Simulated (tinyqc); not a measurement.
# Ellipsometry and reflectance of a transparent film on an absorbing substrate: effects of single changes

Air (index 1), film, substrate with N2 = n2 - i k2; time factor exp(+i w t). q_j = sqrt(N_j^2 - sin^2 th), root with positive real part. Fresnel coefficients r_s = (q_a - q_b)/(q_a + q_b), r_p = (N_b^2 q_a - N_a^2 q_b)/(N_b^2 q_a + N_a^2 q_b). tan(Psi) exp(i Delta) = R_p/R_s, Delta taken from 0 to 360 degrees.

Inputs (values chosen for the exercise); indices close to those of silicon dioxide on silicon:

| symbol | value | unit | meaning |
|---|---|---|---|
| lam | 405 | nm | wavelength |
| th | 70 | degrees | angle of incidence |
| n1 | 1.467 |  | index of the transparent film |
| d | 1.7 | nm | film thickness |
| n2 | 5.42 |  | index of the substrate |
| k2 | 0.329 |  | extinction coefficient of the substrate |

Each table varies one quantity; the others keep the values above.

## Psi and Delta against the film thickness

beta = 2 pi d q1/lam, X = exp(-2 i beta), R = (r01 + r12 X)/(1 + r01 r12 X) for p and s. The last column is the derivative of Delta.

Result of one run:
```
d (nm)	Psi (degrees)	Delta (degrees)	|R_p|^2	|R_s|^2	dDelta/dd (degrees/nm)
16	22.77	130.9	0.1337	0.7590	-2.260
```

What becomes of these results when the film thickness d is changed from 16 to 14 nm, all else the same?

Result of the changed run:
```
d (nm)	Psi (degrees)	Delta (degrees)	|R_p|^2	|R_s|^2	dDelta/dd (degrees/nm)
14	22.10	135.6	0.1257	0.7626	-2.406
```

The whole series:
```
d (nm)	Psi (degrees)	Delta (degrees)	|R_p|^2	|R_s|^2	dDelta/dd (degrees/nm)
0	19.30	175.5	0.09501	0.7744	-3.157
2	19.43	169.2	0.09631	0.7741	-3.117
4	19.66	163.1	0.09870	0.7733	-3.046
6	19.99	157.1	0.1022	0.7720	-2.947
8	20.41	151.3	0.1067	0.7703	-2.828
10	20.91	145.8	0.1121	0.7682	-2.694
12	21.47	140.5	0.1185	0.7656	-2.552
14	22.10	135.6	0.1257	0.7626	-2.406
16	22.77	130.9	0.1337	0.7590	-2.260
```

Delta falls from 175.51 to 130.89 degrees while Psi moves from 19.30 to 22.77: Delta changes 12.9 times as much as Psi. With the slope of the first row an error of 0.01 degree in Delta means 0.0032 nm.

## Effect of the index of the transparent film

Same model as above.

dDelta/dd is the derivative of Delta; period lam/(2 q1).

Result of one run:
```
n1	Psi (degrees)	Delta (degrees)	|R_p|^2	|R_s|^2	dDelta/dd (degrees/nm)	period (nm)
2.05	19.41	168.5	0.09601	0.7736	-4.125	111.1
```

What becomes of these results when the index of the transparent film n1 is changed from 2.05 to 1.85, all else the same?

Result of the changed run:
```
n1	Psi (degrees)	Delta (degrees)	|R_p|^2	|R_s|^2	dDelta/dd (degrees/nm)	period (nm)
1.85	19.42	168.8	0.09614	0.7738	-3.942	127.1
```

The whole series:
```
n1	Psi (degrees)	Delta (degrees)	|R_p|^2	|R_s|^2	dDelta/dd (degrees/nm)	period (nm)
1.25	19.37	171.8	0.09570	0.7743	-2.153	245.7
1.45	19.40	170.3	0.09603	0.7742	-3.067	183.4
1.65	19.42	169.3	0.09616	0.7740	-3.615	149.3
1.85	19.42	168.8	0.09614	0.7738	-3.942	127.1
2.05	19.41	168.5	0.09601	0.7736	-4.125	111.1
2.25	19.39	168.3	0.09580	0.7735	-4.207	99.05
2.45	19.37	168.3	0.09552	0.7732	-4.214	89.50
2.65	19.34	168.4	0.09519	0.7730	-4.162	81.73
```

Psi stays near 19.4 degrees and |R_p|^2 goes from 0.0957 through a maximum of 0.0962 (at n1 = 1.65 among the rows listed) to 0.0952. The slope of Delta is largest in size, 4.21 degrees/nm, at n1 = 2.45 among the rows.

Program tinyqc, `OMP_NUM_THREADS=1 python tinyqc.py 2870141 2870142 out.jsonl`; Intel Xeon 2.30GHz, shared host, one thread, about 0.01 s.
